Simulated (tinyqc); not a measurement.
Threshold-voltage variability of a planar MOSFET, analytic estimates: two steps of the calculation.

Three independent sources add in quadrature: random dopants in the depleted layer, metal-gate grains of two orientations, and roughness of the two gate edges acting through the roll-off VT = VT(long) - Vr exp(-L/l). These are first-order estimates: no three-dimensional electrostatics, no percolation.

Parameters, values chosen for the exercise; material values close to those of silicon:

| symbol | value | unit | meaning |
|---|---|---|---|
| L | 90 | nm | gate length |
| W | 150 | nm | gate width |
| G | 15 | nm | metal grain size |
| dW | 0.1 | eV | work-function difference of the two grain orientations |
| p | 0.3 |  | share of the orientation of higher work function |
| De | 1.5 | nm | rms roughness of one gate edge |
| La | 30 | nm | correlation length of the roughness |
| l | 18 | nm | decay length of the threshold roll-off |
| Vr | 2.4 | V | prefactor of the roll-off |
| Nb | 65536 |  | number of cells |
| Y | 0.99 |  | wanted yield |

Task 1. Metal grains and edge roughness. Grains: Ng = L W/G^2 (at least 1), s2 = dW sqrt(p (1 - p)/Ng). Edges, with exponential correlation and u = W/La: the mean gate length has sL^2 = 2 De^2 (2/u)[1 - (1 - exp(-u))/u]; s3 = sL (Vr/l) exp(-L/l).

Find: Ng; s2; sL; dVT/dL; s3.

Result 1.

Ng = 60.000
s2 = 5.9161 mV
sL = 1.2010 nm
dVT/dL = 0.89839 mV/nm
s3 = 1.0790 mV

Task 2. Margin in standard deviations for the wanted yield. Cells fail independently with probability Q(k) = erfc(k/sqrt(2))/2 when the margin is k standard deviations, and Y = exp(-Nb Q(k)). phi = exp(-k^2/2)/sqrt(2 pi). Newton steps on ln Q(k) = ln(-ln(Y)/Nb): k(new) = k + [ln Q - ln(-ln(Y)/Nb)] Q/phi.

k at the start = 3

Give: Q(k); phi; k after iteration 1.

Result 2.

Q(k) = 0.0013499
phi = 0.0044318
k after iteration 1 = 5.7665

Numbers from tinyqc (`OMP_NUM_THREADS=1 python tinyqc.py 2090126 2090127 out.jsonl`; about 0.01 s on one thread of a shared Intel Xeon 2.30GHz).
